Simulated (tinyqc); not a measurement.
Time-dependent dielectric breakdown: cell percolation, Weibull statistics, area scaling and voltage extrapolation: one step, computed by the program tinyqc. Command: `OMP_NUM_THREADS=1 python tinyqc.py 3012738 3012739 out.jsonl tddb walk`. One thread of a shared host (Intel(R) Xeon(R) Processor @ 2.30GHz), about 0.01 s of CPU time with the checks.

The oxide is divided into columns of area a^2, each holding m = t_ox/a cells (m is taken as continuous). A share lambda(t) = (t/t_1)^alpha of the cells is defective, and a column whose cells are all defective breaks down.

Task: Weibull parameters from the cell model. Failure fraction F = 1 - (1 - lambda^m)^N with N = A/a^2 columns, which for small lambda^m is 1 - exp(-(t/t63)^beta) with beta = alpha m and t63 = t_1 N^(-1/beta); critical share lambda(t63) = N^(-1/m). 1 um^2 = 1e6 nm^2.

Inputs (values chosen for the exercise, for a model gate oxide):

| quantity | value | unit |
|---|---|---|
| oxide thickness t_ox | 4.1 | nm |
| defect cell size a | 1.6 | nm |
| exponent alpha of defect growth | 0.9 | - |
| time t_1 at which the occupied share would reach 1 | 1.6e+06 | s |
| test area A | 0.6 | um^2 |

Give: cells per column m; columns N; Weibull slope beta; characteristic life t63; critical share of defective cells.

Result:

cells per column m = 2.5625

columns N = 2.344e+05

Weibull slope beta = 2.30625

characteristic life t63 = 7511 s

critical share of defective cells = 0.008025

Times between F = 10 % and 90 % span a factor 3.81: the smaller beta = alpha m, the wider the scatter. Caution: t_1 is an input here; in a real oxide it changes with thickness at fixed voltage.
